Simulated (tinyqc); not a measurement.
Against the doping: band-to-band tunnelling and avalanche in a reverse-biased abrupt junction. Computed by tinyqc, a small Python program. Command: `OMP_NUM_THREADS=1 python tinyqc.py 3030106 3030107 out.jsonl zener walk`. One thread of a shared host (Intel(R) Xeon(R) Processor @ 2.30GHz), about 0.01 s of CPU time with the checks.

Direct Kane tunnelling in the local field (for indirect gaps the mass is an effective fit) and one ionisation coefficient for both carriers. N is the doping of the light side, or N_A N_D/(N_A + N_D) for the symmetric junction; the built-in voltage is taken as E_g/e.

Inputs (values chosen for the exercise, modelled on In0.53Ga0.47As):
```
quantity                                               value    unit
band gap at 300 K, E_g                                 0.743      eV
gap narrowing with temperature, -dE_g/dT                0.35   meV/K
reduced tunnelling mass m_r                            0.025     m_0
permittivity eps                                        13.9       -
ionisation prefactor a                               4.8e+06    1/cm
ionisation field at 300 K, b                        1.64e+06    V/cm
relative rise of b with temperature                      8.1  1e-4/K
effective doping N                                     1e+17  1/cm^3
current density that defines tunnel breakdown, J_0       0.1  A/cm^2
temperature T                                            400       K
```

Junction: one-sided.

Constants: eps_0 = 8.8541878128e-12 F/m; e = 1.602176634e-19 C; m_0 = 9.1093837015e-31 kg; hbar = 1.054571817e-34 J s.

Method:
- E_g(T) = E_g - (T - 300 K)(-dE_g/dT); b(T) = b [1 + (rise)(T - 300 K)]; w = sqrt(2 eps eps_0 (V_R + E_g/e)/(e N)); F_m = 2 (V_R + E_g/e)/w; the field falls linearly from F_m to 0 across w.
- Kane: G(F) = A F^2 exp(-B/F), A = e^2 sqrt(m_r)/(18 pi hbar^2 sqrt(E_g)), B = pi sqrt(m_r) E_g^(3/2)/(2 e hbar), SI units; J = e int G dx x V_R/(V_R + E_g/e), the last factor making J vanish at zero bias; int G dx = (w/F_m) int_0^F_m G dF by 64 Gauss-Legendre points.
- Avalanche: I = (w/F_m) int_0^F_m a exp(-b/F) dF by 64 Gauss-Legendre points, M = 1/(1 - I), breakdown at I = 1.
- V_Z solves J = J_0 and V_A solves I = 1; the lower one is the breakdown voltage; temperature coefficients by a central difference of +/- 10 K.

Breakdown:
```
N (1/cm^3)     V_Z (V)  V_A (V)  F_m at breakdown (MV/cm)       first
2.00e+15    1.3029e+02   145.42                   0.26117  tunnelling
5.00e+15    5.5885e+01    73.10                   0.27143  tunnelling
1.20e+16    2.4754e+01    38.57                   0.28205  tunnelling
3.00e+16    1.0381e+01    20.15                   0.29430  tunnelling
6.00e+16    5.2348e+00    12.49                   0.30469  tunnelling
1.00e+17    3.0627e+00     8.85                   0.31333  tunnelling
2.00e+17    1.3512e+00     5.59                   0.32746  tunnelling
5.00e+17    2.7886e-01     3.09                   0.35843  tunnelling
1.20e+18    4.6872e-03     1.78                   0.47188  tunnelling
```

Tunnelling comes first in every row. Across the table V_Z + E_g/e scales as N^-0.82 and V_A as N^-0.69: tunnelling needs a nearly fixed field, while avalanche in a thinner layer needs a higher one. Rows with V_Z below E_g/e understate it, since the local Kane formula overestimates the current there. Rows with V_A below about 5 E_g/e understate it, since the local law ignores the distance a carrier needs to reach the ionisation energy.

Extremes, crossings and ranges named in words are read from the listed rows.
